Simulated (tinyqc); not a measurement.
Mass and g factor above the band edge: five-level k.p model folded onto the conduction band.

Second-order sums for the lowest conduction level at E: 1/m = 1 + Cm + (Ep/3)(2/E + 1/(E + Dso)) - (Ep2/3)(2/(E7 + D2 - E) + 1/(E7 - E)); g/2 = 1 + Cg - (Ep/3)(1/E - 1/(E + Dso)) - (Ep2/3)(1/(E7 - E) - 1/(E7 + D2 - E)). E is counted from the top of the valence band; E = Eg at the edge.

Values chosen for the exercise (near those of GaSb; not measured data):
- Eg = 0.8 eV (gap at Gamma to the s-like level)
- Dso = 0.738 eV (spin-orbit splitting)
- Ep = 26.9 eV (Kane energy)
- E7 = 3.08 eV (upper Gamma7 conduction level, from the valence top)
- D2 = 0.34 eV (its spin-orbit splitting, Gamma8 above Gamma7)
- Ep2 = 6 eV (Kane energy to the upper levels)
- Cm = -1.2 (remote term in 1/m)
- Cg = -0.02 (remote term in g/2)

The sums are evaluated at E = Eg + dE, as is done for confined or hot electrons.

Results:
```
dE (meV)    m(E)    g(E)  m(E)/m(Eg)  1 + dE/Eg
0         0.0390  -9.024      1.0000     1.0000
19        0.0399  -8.650      1.0244     1.0237
48        0.0414  -8.117      1.0618     1.0600
96        0.0439  -7.326      1.1246     1.1200
144       0.0463  -6.632      1.1885     1.1800
192       0.0489  -6.020      1.2536     1.2400
288       0.0541  -4.995      1.3880     1.3600
```

Over 288 meV the mass grows by 38.8 %, against 36.0 % for two levels alone, and g moves from -9.024 to -4.995, towards the free value 2.

Program tinyqc; command `OMP_NUM_THREADS=1 python tinyqc.py 1050737 1050738 out.jsonl`; about 0.01 s on one thread of a shared Intel(R) Xeon(R) Processor @ 2.30GHz.
